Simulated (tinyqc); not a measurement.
Plane-wave Kohn-Sham cycle with exchange-only LDA in a layered model solid, step by step. One step of it, computed by the program tinyqc.

Question. Iteration 2: Hamiltonian at one k. H(m,m') = (k + G_m)^2/2 delta + V(G_m - G_m'), with V(-G) = V(G).

A solid whose potential varies along x alone (atomic units):
```
parameter                      value
period a                   13.900000
cross-section of the cell  37.000000
electrons per cell                 2
grid points                       16
plane waves -n..n, n               3
k points                           4
V1 in V1 cos(2 pi x/a)     -0.100000
```

V(G_m), m = 0, 1, 2, ... (hartree): -0.154708  -0.038018  0.000225  -0.000037  0.000000  0.000001  0.000000

k = 0.125000 2 pi / a

Give: H.

Answer.

H (hartree), lower triangle:
```
        -3      -2      -1      +0      +1      +2     +3
-3   0.690
-2  -0.038   0.204
-1   0.000  -0.038  -0.076
+0   0.000   0.000  -0.038  -0.153
+1   0.000   0.000   0.000  -0.038  -0.025
+2   0.000   0.000   0.000   0.000  -0.038   0.307
+3   0.000   0.000   0.000   0.000   0.000  -0.038  0.843
```
